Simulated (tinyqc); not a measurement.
# Longitudinal sound in a periodic multilayer: transfer matrices, stop bands and folded phonons, step by step

A worked calculation. Computed by tinyqc, a small Python program that keeps every step. Command: `OMP_NUM_THREADS=1 python tinyqc.py 3025681 3025682 out.jsonl multilayer walk`. One thread of a shared host (Intel(R) Xeon(R) Processor @ 2.30GHz), about 0.01 s of CPU time with the checks. Intermediate numbers are printed to about 6 digits and carried at full precision; extremes and crossings named in words are read from the listed rows.

Layers 1 and 2 repeat with period d = d_1 + d_2; waves travel normal to the layers, without loss. State vector (u, s): displacement u and stress divided by omega. Impedances Z = rho v are in 1e6 kg/(m^2 s).

Inputs (values chosen for the exercise, modelled on silica (layer 1), platinum (layer 2) and gallium arsenide (substrate)):
```
quantity            value    unit
density rho_1         2.2  g/cm^3
velocity v_1         5860     m/s
thickness d_1         562      nm
density rho_2        21.6  g/cm^3
velocity v_2         4040     m/s
thickness d_2         384      nm
substrate density    5.27  g/cm^3
substrate velocity   4730     m/s
periods N              12       -
frequency f          1.49     GHz
```

## Impedances, mean velocity and Bragg frequency

Z = rho v; interface reflection r = (Z_2 - Z_1)/(Z_2 + Z_1) (stress amplitude, from 1 into 2); Bragg frequency f_B = 1/[2 (d_1/v_1 + d_2/v_2)]; long-wave velocity v_eff = d/sqrt[(d_1/v_1)^2 + (d_2/v_2)^2 + (Z_1/Z_2 + Z_2/Z_1)(d_1/v_1)(d_2/v_2)].

Z_1 = 12.892

Z_2 = 87.264

Z of the substrate = 24.9271

interface reflection r = 0.742562

Bragg frequency f_B = 2.61843 GHz

long-wave velocity v_eff = 3318.15 m/s

## Transfer matrix of one period

A layer maps (u, s) by [[cos p, sin p/Z], [-Z sin p, cos p]], p = 2 pi f d_i/v_i; one period is M = M_2 M_1, and cos(q d) = trace(M)/2.

phase p_1 = 0.897852 rad

phase p_2 = 0.889848 rad

M:
```
          1          2
1  0.302618  0.0437350
2  -48.6070   -3.72029
```

trace(M)/2 = -1.70884

|trace/2| > 1: f lies in a stop band, and the amplitude falls by a factor 3.095 a period.

## Transmission through N periods

For N periods A = M^N. A wave comes from a thick layer of material 1 and leaves into the substrate (Z_s): transmitted power T = 4 Z_1 Z_s/|Z_1 A_22 + Z_s A_11 - i (Z_1 Z_s A_12 - A_21)|^2, reflected power R = 1 - T.

A = M^N:
```
             1         2
1      -174116  -12168.9
2  1.35245e+07    945228
```

transmitted power T = 3.51656e-12

T in decibel = -114.539 dB

## The first stop band

Gap m contains m f_B; its edges, where trace(M)/2 = (-1)^m, are found by root search. Weak-contrast estimate of the width: (4 f_B/pi) |r sin(m pi a)|, a = (d_1/v_1)/(d_1/v_1 + d_2/v_2).

lower edge = 1.22340 GHz

upper edge = 4.01337 GHz

width/f_B = 106.551 %

transmitted power at f_B = 9.04536e-20

Caution: so small a transmitted power at f_B holds only for perfect layers and strictly normal incidence.

## The first four gaps

The formulas are those given above.

Stop bands (GHz):
```
m  lower edge  upper edge    width  weak-contrast estimate
1      1.2234      4.0134  2.78997                 2.47556
2      5.2195      5.2543  0.03482                 0.03482
3      6.4605      9.2498  2.78924                 2.47507
4     10.4390     10.5087  0.06964                 0.06963
```

With a = 0.502, gap 1 is the widest and gap 2 the narrowest: the layers are near a quarter wave each at f_B, so the even gaps almost close. The weak-contrast estimate misses the first width by -11.3 % at |r| = 0.74. Odd gaps open at the edge of the folded zone (q = pi/d), even ones at its centre.

## Mirror strength against the number of periods

The formulas are those given above.

Transmitted power:
```
N      T at f_B  T at f_B (dB)       T at f
1      0.155416       -8.08503     0.231188
2    0.00367793       -24.3440    0.0229843
3   8.04244e-05       -40.9461   0.00238322
4   1.75553e-06       -57.5559  2.48684e-04
6   8.36396e-10       -90.7759  2.71167e-06
8   3.98489e-13       -123.996  2.95708e-08
12  9.04536e-20       -190.436  3.51656e-12
16  2.05322e-26       -256.876  4.18190e-16
24  1.05792e-39       -389.755  5.91402e-24
```

At f_B each further period removes 16.61 dB at large N, which is 20 log10 of the impedance ratio, 16.61 dB, as for a quarter-wave stack; 99 % reflection needs N = 2 among these rows. At f, in a stop band, T decays as well. Values below about 1e-6 belong to the ideal stack: roughness and scattering into other modes, left out here, set a floor in a real one.

Checks made by the program: trace against Rytov's formula cos p_1 cos p_2 - (1/2)(Z_1/Z_2 + Z_2/Z_1) sin p_1 sin p_2 (relative difference below 1e-10).
